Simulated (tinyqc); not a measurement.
## From single traps to 1/f noise

7 half-filled traps with time constants tau_j = 9.1e-8 s times 10^(1 j), j = 0..6, each shift the threshold by a = 17.2 uV when filled and give the Lorentzian a^2 tau/(1 + (2 pi f tau)^2). For time constants spread evenly in ln tau the sum tends to a^2/(4 f ln(10^1)). slope = d ln S/d ln f.

From single traps to 1/f noise:
```
f (Hz)  S (uV^2/Hz)  1/f limit (uV^2/Hz)      slope  j of the largest term
0.01          29.91                 3212  -5.890e-5                      6
0.1           29.82                321.2  -0.005869                      6
1             23.27                32.12    -0.4304                      6
30            1.065                1.071     -1.141                      5
1000        0.03216              0.03212    -0.8498                      3
30000      0.001073             0.001071     -1.153                      2
1e6        2.919e-5             3.212e-5    -0.9363                      0
1e7        8.905e-7             3.212e-6     -1.947                      0
1e8        9.147e-9             3.212e-7     -1.999                      0
```

Below the slowest trap (1/(2 pi tau) = 1.7 Hz) the spectrum is flat, slope 0.00 in the first row; above the fastest (1.7e6 Hz) the slope tends to -2 (-2.00 in the last row). In between, at 30, 1000 and 30000 Hz, the slopes are -1.14, -0.85 and -1.15, and S is 0.14 % above the 1/f limit at 1000 Hz.

tinyqc, about 0.01 s, one thread, Intel Xeon 2.30GHz (shared host): `OMP_NUM_THREADS=1 python tinyqc.py 2150040 2150041 out.jsonl`
